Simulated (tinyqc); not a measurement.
# Changing the barrier height phi_B

Model: leakage currents through a thin dielectric. Computed by tinyqc, a small Python program. Command: `OMP_NUM_THREADS=1 python tinyqc.py 3012128 3012129 out.jsonl leak sweep`. One thread of a shared host (Intel(R) Xeon(R) Processor @ 2.30GHz), about 0.4 s of CPU time with the checks.

Electrons leave an electrode with Fermi energy E_F above its band bottom; barriers are counted from the Fermi level, and both electrodes are alike. They cross the interlayer first.

Inputs (values chosen for the exercise, modelled on HfO2):
```
quantity,value,unit
tunnelling mass m,0.17,m_0
static permittivity k,21.1,-
optical permittivity k_o,4.11,-
trap depth phi_t,0.87,eV
Poole-Frenkel prefactor sigma_0,4.8e-08,S/cm
thickness t,2.3,nm
electrode Fermi energy E_F,5.6,eV
electrode mass m_e,0.5,m_0
voltage V,1.8,V
temperature T,473,K
interlayer thickness t_i,0.99,nm
interlayer barrier phi_i,3.06,eV
interlayer mass m_i,0.46,m_0
interlayer permittivity k_i,3.9,-
```

Stack: dielectric on an interlayer.

Constants: m_0 = 9.1093837015e-31 kg; e = 1.602176634e-19 C; hbar = 1.054571817e-34 J s; k_B = 8.617333262e-05 eV/K; k_B = 1.380649e-23 J/K; eps_0 = 8.8541878128e-12 F/m; h = 6.62607015e-34 J s.

Method:
- Fields: F_i = V/(t_i + t k_i/k), F = F_i k_i/k; equivalent oxide thickness 3.9 (t/k + t_i/k_i).
- WKB: a layer of mass m, field F and barrier b(x) = b_0 - e F x gives the exponent (4 sqrt(2 m)/(3 hbar e F)) [b_0^(3/2) - max(b_0 - e F t, 0)^(3/2)] for b_0 > 0; b_0 = barrier - (E - E_F), less e F_i t_i for the second layer; the transmission is D(E) = exp(-sum of exponents), without image force.
- Tsu-Esaki: J = (e m_e k_B T/(2 pi^2 hbar^3)) int D(E) ln[(1 + exp((E_F - E)/k_B T))/(1 + exp((E_F - eV - E)/k_B T))] dE over the normal energy E (its change with the mass at an interface is neglected) from max(0, E_F - 3 eV) to E_F + largest barrier, by 100 Gauss-Legendre points in each part, split at E_F - 0.3 eV (if inside the range) and E_F + 8 k_B T.
- The mean energy weights E - E_F by the integrand.
- Schottky emission J = A T^2 exp(-(phi_B - sqrt(e^3 F/(4 pi k_o eps_0)))/k_B T), A = 4 pi e m k_B^2/h^3 with the tunnelling mass; Poole-Frenkel J = sigma_0 F exp(-(phi_t - sqrt(e^3 F/(pi k_o eps_0)))/k_B T); both use the field F of the dielectric and ignore the interlayer.

One run for each value:
```
barrier height phi_B (eV),tunnel current density (A/cm^2),Schottky current density (A/cm^2),transmission D(E_F),mean energy of the current above E_F (eV)
0.74,1.795e+04,6.813e+01,2.265e-05,-0.3996
0.94,1.181e+04,5.039e-01,2.265e-05,-0.3026
1.10,6.995e+03,9.944e-03,2.265e-05,-0.2243
1.30,2.345e+03,7.355e-05,2.053e-05,-0.1406
1.50,4.310e+02,5.440e-07,5.503e-06,-0.0910
1.70,5.486e+01,4.023e-09,6.805e-07,-0.0956
1.90,9.113e+00,2.976e-11,7.101e-08,-0.1726
2.10,2.503e+00,2.201e-13,1.583e-08,-0.2283
```

Describe the trends.

Over the rows, tunnel current density (A/cm^2) falls from 17900 to 2.50 (exponent d ln y / d ln x -1.7 between the first rows and -13 between the last); Schottky current density (A/cm^2) falls from 68.1 to 2.20e-13 (exponent d ln y / d ln x -21 between the first rows and -49 between the last); transmission D(E_F) falls from 2.27e-5 to 1.58e-8, flat over part of the range.

Extremes, crossings and ranges named in words are read from the listed rows.
